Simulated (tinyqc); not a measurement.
## Ferroelectric hysteresis, discrete Preisach model: First-order reversal: partial erase after a full write

16 bistable elements (j, k) switch to +1 when V reaches u_j and to -1 when V falls to -u_k, and keep their state between. P = Ps sum w_jk s_jk. All elements start at -1. No time dependence and no dielectric part.

w_jk is proportional to exp[-(a_j^2 + a_k^2 - 2 cr a_j a_k)/(2 (1 - cr^2))], a_j = (u_j - Vc)/sg, and the weights sum to one. Sequence: +2.4 V, then -Vr (state P1), then +Vr (state P2), then -Vr again (P3).

Parameters, values chosen for the exercise: saturation polarisation Ps = 13 uC/cm^2; mean coercive voltage Vc = 0.87 V; spread of the switching voltages sg = 0.65 V; list of the u_j up = [0.3, 0.9, 1.5, 2.1] V; correlation of up and down voltages cr = 0.8.

First-order reversal: partial erase after a full write:
```
Vr (V)	P1 (uC/cm^2)	P2 (uC/cm^2)	P3 (uC/cm^2)
0	13.00	13.00	13.00
0.6	6.42	10.80	6.42
1.2	-4.45	10.84	-4.45
1.8	-11.28	12.20	-11.28
2.4	-13.00	13.00	-13.00
```

What does the table show?

P1 falls from 13.0 to -13.0 uC/cm^2; the largest single drop, 10.9 uC/cm^2, comes between Vr = 0.6 and 1.2 V. P3 equals P1 in every row: a minor loop closes on itself (return-point memory). The height P2 - P1 of the minor loop goes from 4.38 uC/cm^2 at Vr = 0.6 V to 26.0 at full amplitude.

Computed by the program tinyqc: `OMP_NUM_THREADS=1 python tinyqc.py 2860130 2860131 out.jsonl`, one thread of a shared Intel Xeon 2.30GHz, about 0.01 s for the whole run.
